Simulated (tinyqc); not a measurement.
Energy and delay of logic against supply voltage: energy and delay against supply voltage.

One expression serves below and above threshold: I(Vg) = Ik [ln(1 + exp((Vg - VT + dd V)/(al nf Vt)))]^al, with I_on = I(V) and I_off = I(0). Gate delay td = kd C V/I_on, clock period LD td. Per gate and cycle the switching energy is act C V^2 and the leakage energy I_off V LD td. No short-circuit current, no variation. Minima are sought above 0.09 V; below a few Vt gates no longer switch and the model has no meaning.

EDP = energy times td.

Inputs (values chosen for the exercise); values of the order met in logic technologies:
- T = 378 K (temperature)
- VT = 0.41 V (threshold voltage at zero drain bias)
- nf = 1.07 (slope factor)
- dd = 0.04 (barrier lowering per volt of supply)
- Ik = 1.6 uA (specific current of a gate)
- al = 1.82 (exponent of the current law)
- C = 0.56 fF (load capacitance of a gate)
- kd = 0.8 (delay factor)
- LD = 16 (logic depth)
- act = 0.05 (activity factor)

Constants: q = 1.602176634e-19 C, kB = 1.380649e-23 J/K, Vt = kB T/q. Results are converted to the units shown.

Result of one run:

| V (V) | I_on (uA) | I_off (nA) | td (ps) | switching (aJ) | leakage (aJ) | energy (aJ) | EDP (fJ ps) |
|---|---|---|---|---|---|---|---|
| 1.2 | 175.5 | 0.04922 | 3.064 | 40.32 | 0.002895 | 40.32 | 0.1235 |

What becomes of these results when the supply voltage V is changed from 1.2 to 0.97 V, all else the same?

Result of the changed run:

| V (V) | I_on (uA) | I_off (nA) | td (ps) | switching (aJ) | leakage (aJ) | energy (aJ) | EDP (fJ ps) |
|---|---|---|---|---|---|---|---|
| 0.97 | 95.18 | 0.03781 | 4.566 | 26.35 | 0.002679 | 26.35 | 0.1203 |

The whole series:

| V (V) | I_on (uA) | I_off (nA) | td (ps) | switching (aJ) | leakage (aJ) | energy (aJ) | EDP (fJ ps) |
|---|---|---|---|---|---|---|---|
| 0.15 | 0.001076 | 0.01477 | 6.243e4 | 0.6300 | 2.213 | 2.843 | 177.5 |
| 0.27 | 0.03510 | 0.01695 | 3446 | 2.041 | 0.2524 | 2.294 | 7.905 |
| 0.38 | 0.5998 | 0.01923 | 283.8 | 4.043 | 0.03318 | 4.076 | 1.157 |
| 0.5 | 5.129 | 0.02206 | 43.67 | 7.000 | 0.007708 | 7.008 | 0.3060 |
| 0.62 | 17.53 | 0.02532 | 15.85 | 10.76 | 0.003980 | 10.77 | 0.1706 |
| 0.73 | 35.72 | 0.02872 | 9.156 | 14.92 | 0.003071 | 14.92 | 0.1367 |
| 0.85 | 62.21 | 0.03295 | 6.121 | 20.23 | 0.002743 | 20.23 | 0.1238 |
| 0.97 | 95.18 | 0.03781 | 4.566 | 26.35 | 0.002679 | 26.35 | 0.1203 |
| 1.08 | 130.8 | 0.04289 | 3.698 | 32.66 | 0.002741 | 32.66 | 0.1208 |
| 1.2 | 175.5 | 0.04922 | 3.064 | 40.32 | 0.002895 | 40.32 | 0.1235 |

td falls from 62400 to 3.06 ps; the energy goes from 2.84 through a minimum of 2.29 (at V = 0.27 V among the rows listed) to 40.3 aJ and the EDP goes from 177 through a minimum of 0.120 (at V = 0.97 V among the rows listed) to 0.124 fJ ps. The exact minima lie at V = 0.220 V for the energy and 1.00 V for the EDP. Going from 1.2 V to the energy minimum saves a factor of 20.0 in energy and costs a factor of 3800 in delay. Below the minimum the leakage energy rises faster than the switching energy falls, because the clock period grows so steeply.

tinyqc, about 0.01 s, one thread, Intel Xeon 2.30GHz (shared host): `OMP_NUM_THREADS=1 python tinyqc.py 2082073 2082074 out.jsonl`
